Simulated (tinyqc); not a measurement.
# Ion implantation: universal nuclear stopping, Lindhard-Scharff electronic stopping and a Gaussian range profile, step by step

A worked calculation. Computed by tinyqc, a small Python program that keeps every step. Command: `OMP_NUM_THREADS=1 python tinyqc.py 3024298 3024299 out.jsonl implant walk`. One thread of a shared host (Intel(R) Xeon(R) Processor @ 2.30GHz), about 0.07 s of CPU time with the checks. Intermediate numbers are printed to about 7 digits and carried at full precision; extremes and crossings named in words are read from the listed rows.

An ion slows by elastic collisions with screened nuclei and by friction with electrons; channelling is ignored and the target is uniform.

Inputs (values chosen for the exercise, modelled on nitrogen ions in germanium):

| quantity | value | unit |
|---|---|---|
| ion atomic number Z1 | 7 | - |
| ion mass M1 | 14 | u |
| target atomic number Z2 | 32 | - |
| target mass M2 | 72.63 | u |
| target density N | 44.2 | 1/nm^3 |
| ion energy E | 51 | keV |
| scale factor of electronic stopping k | 1.1 | - |
| dose Q | 6.8e+12 | 1/cm^2 |
| background C_B | 2.9e+15 | 1/cm^3 |
| displacement energy E_d | 15 | eV |
| tilt angle | 45 | degrees |
| screen thickness d | 19 | nm |

Follow-up: tilt and screen oxide.

## Stopping at the entry energy

Reduced energy eps = 32.53 M2 E/(Z1 Z2 (M1 + M2)(Z1^0.23 + Z2^0.23)), E in keV; s_n = ln(1 + 1.1383 eps)/(2 (eps + 0.01321 eps^0.21226 + 0.19593 eps^0.5)) for eps up to 30 and ln(eps)/(2 eps) above; S_n = 8.462 Z1 Z2 M1 s_n/((M1 + M2)(Z1^0.23 + Z2^0.23)) in 1e-15 eV cm^2. S_e = k 3.83 Z1^(7/6) Z2/(Z1^(2/3) + Z2^(2/3))^(3/2) sqrt(E/M1) in 1e-15 eV cm^2, E in keV. dE/dx = N (S_n + S_e); 1e-15 eV cm^2 = 0.1 eV nm^2.

reduced energy eps = 1.641140

s_n = 0.2762862

S_n = 22.36823 x 1e-15 eV cm^2

S_e = 48.92074 x 1e-15 eV cm^2

energy loss dE/dx = 315.0972 eV/nm

Electronic stopping carries 69 % of the loss at entry.

## Range and straggle

Path length R = int_0^E dE'/(N (S_n + S_e)); energy lost to nuclei nu = int_0^E S_n/(S_n + S_e) dE' (both with E' = E y^3 and 64 Gauss-Legendre points in y). Estimates of Lindhard type: R_p = R/(1 + M2/(3 M1)), straggle dR_p = (2/3) R_p sqrt(M1 M2)/(M1 + M2).

path length R = 214.1716 nm

projected range R_p = 78.47165 nm

straggle dR_p = 19.25641 nm

energy lost to nuclei nu = 23.53089 keV

46 % of the energy goes to nuclei over the whole path. Caution: the estimates of R_p and dR_p assume mainly nuclear stopping and an ion not much lighter than the target; here they are rough, and for light ions in heavy targets the straggle can be low by a factor of two or more.

## Gaussian profile

C(x) = C_p exp(-(x - R_p)^2/(2 dR_p^2)) with C_p = Q/(sqrt(2 pi) dR_p), 1 nm = 1e-7 cm; the profile falls to the background at x_j = R_p + dR_p sqrt(2 ln(C_p/C_B)); the peak atomic fraction is C_p/N.

peak concentration C_p = 1.408782e+18 1/cm^3

Depth x_j where C falls to C_B = 146.2026 nm

peak atomic fraction = 3.187289e-05

## Damage

Kinchin-Pease count with efficiency 0.8: N_d = 0.8 nu/(2 E_d), taking all of nu as damage energy (an upper estimate, as recoils also lose energy to electrons). Spread over a depth R_p + dR_p, displacements per atom = Q N_d/(N (R_p + dR_p)).

displacements per ion N_d = 627.4904

displacements per atom = 0.009878124

One displacement per atom would need a dose of 6.9e14 per cm^2 if no defects annealed.

## Tilt and screen

Depths scale with cos(tilt): R_p cos and dR_p cos (lateral straggle ignored); the screen stops like the target. Fraction in the substrate = (1/2) erfc((d - R_p cos)/(sqrt2 dR_p cos)); peak depth below the screen = R_p cos - d.

fraction in the substrate = 0.9963157

peak depth below the screen = 36.48784 nm

0.37 % of the dose does not reach the substrate.

## Nuclear against electronic stopping over energy

The formulas are those given above.

Stopping (1e-15 eV cm^2) and range:

| E (keV) | eps | S_n | S_e | R (nm) | nu/E |
|---|---|---|---|---|---|
| 1 | 3.217921e-02 | 19.76039 | 6.8503 | 15.350 | 0.7661814 |
| 2 | 6.435841e-02 | 23.56615 | 9.6877 | 22.856 | 0.7454434 |
| 5 | 1.608960e-01 | 27.40140 | 15.3177 | 40.502 | 0.7016297 |
| 10 | 3.217921e-01 | 28.49852 | 21.6625 | 64.699 | 0.6520176 |
| 20 | 6.435841e-01 | 27.37295 | 30.6354 | 106.302 | 0.5842105 |
| 50 | 1.608960e+00 | 22.50506 | 48.4387 | 210.990 | 0.4643080 |
| 100 | 3.217921e+00 | 17.37862 | 68.5027 | 355.103 | 0.3580722 |
| 200 | 6.435841e+00 | 12.33980 | 96.8775 | 587.012 | 0.2539659 |
| 500 | 1.608960e+01 | 7.09238 | 153.1768 | 1090.945 | 0.1431182 |

Nuclear stopping peaks near 10 keV among these rows (eps = 0.32; the universal curve peaks near 0.3). Electronic stopping overtakes it between 10 and 20 keV. The path length grows as E^0.57 at the low end and E^0.68 at the high end; constant stopping would give E^1, and stopping that rises with E, be it nuclear (below its peak) or electronic, gives a lower exponent.

Checks made by the program: range against adaptive quadrature (relative difference 1e-06).
